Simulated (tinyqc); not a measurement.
# Changing the fingers N

Model: self-heating of a transistor with one or more fingers, with temperature-dependent conductivity. Computed by tinyqc, a small Python program. Command: `OMP_NUM_THREADS=1 python tinyqc.py 3021597 3021598 out.jsonl selfheat sweep`. One thread of a shared host (Intel(R) Xeon(R) Processor @ 2.30GHz), about 0.1 s of CPU time with the checks.

N long parallel fingers lie on the top face of a slab whose bottom is held at T_0; the top is otherwise insulated, and heat flows in two dimensions. P in W/mm is 1000 P in W/m.

Inputs (values chosen for the exercise, modelled on gallium oxide):

| quantity | value | unit |
|---|---|---|
| conductivity at the base temperature kappa_0 | 21 | W/(m K) |
| exponent m in kappa ~ T^-m | 1.28 | - |
| base temperature T_0 | 300 | K |
| power per gate width P | 0.65 | W/mm |
| finger pitch s | 23 | micrometre |
| width of the heat source w | 0.18 | micrometre |
| substrate thickness t | 200 | micrometre |

Power: power rises with temperature.

Method:
- A line source of power P on the top face raises the top at distance x by (P/(pi kappa_0)) g(x), g(x) = -ln tanh(pi x/(4 t)) (the image sum for the slab). On a strip of width w the centre sees the mean of g over the strip, g_0 = 1 + ln(8 t/(pi w)) for w much below t.
- theta_i = (P/(pi kappa_0)) [g_0 + sum over j != i of g(|i - j| s)], with equal powers and constant conductivity; thermal resistance = largest theta/P.
- Kirchhoff transformation for kappa = kappa_0 (T/T_0)^-m: T = T_0 [1 - (m - 1) theta/T_0]^(-1/(m - 1)), where theta is the linear rise.
- The bracket vanishes at the power P T_0/((m - 1) theta).

One run for each value:

| fingers N | thermal resistance (K mm/W) | true rise (K) | peak temperature (K) |
|---|---|---|---|
| 1 | 135.6 | 107.7 | 407.7 |
| 2 | 172.1 | 144.8 | 444.8 |
| 3 | 208.6 | 186.4 | 486.4 |
| 4 | 234.7 | 219.2 | 519.2 |
| 5 | 260.8 | 255.0 | 555.0 |

Over the rows, thermal resistance (K mm/W) rises from 136 to 261 (exponent d ln y / d ln x 0.34 between the first rows and 0.47 between the last); true rise (K) rises from 108 to 255 (exponent d ln y / d ln x 0.43 between the first rows and 0.68 between the last); peak temperature (K) rises from 408 to 555 (exponent d ln y / d ln x 0.13 between the first rows and 0.30 between the last). Each added finger heats the centre by g at its distance, which falls exponentially beyond the thickness, so the rise levels off only once the row of fingers is much wider than the thickness. Left out: 6, 7, 8 (the iteration did not converge within its cap).

Extremes, crossings and ranges named in words are read from the listed rows.
